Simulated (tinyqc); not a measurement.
Inside a calculation. Method: FCI on RHF in the 6-31g basis, for H2, spin multiplicity 1. One step of it, computed by the program tinyqc.

Problem. Orthogonalisation. S = U s U^T; canonical form X = U s^(-1/2), so that X^T S X = 1. Each column of U has its largest component positive (the first on a tie).

overlap S, order 1H 1s, 1H 2s, 2H 1s, 2H 2s:
$$\begin{pmatrix}
1.000000 & 0.658292 & 0.161366 & 0.347850 \\
0.658292 & 1.000000 & 0.347850 & 0.676037 \\
0.161366 & 0.347850 & 1.000000 & 0.658292 \\
0.347850 & 0.676037 & 0.658292 & 1.000000
\end{pmatrix}$$

Give: eigenvalues of S; X.

Solution.

eigenvalues of S: [0.178, 0.380, 0.985, 2.457]

X, order 1H 1s, 1H 2s, 2H 1s, 2H 2s:
$$\begin{pmatrix}
-0.713 & 0.906 & 0.645 & 0.277 \\
1.517 & -0.703 & 0.303 & 0.356 \\
0.713 & 0.906 & -0.645 & 0.277 \\
-1.517 & -0.703 & -0.303 & 0.356
\end{pmatrix}$$
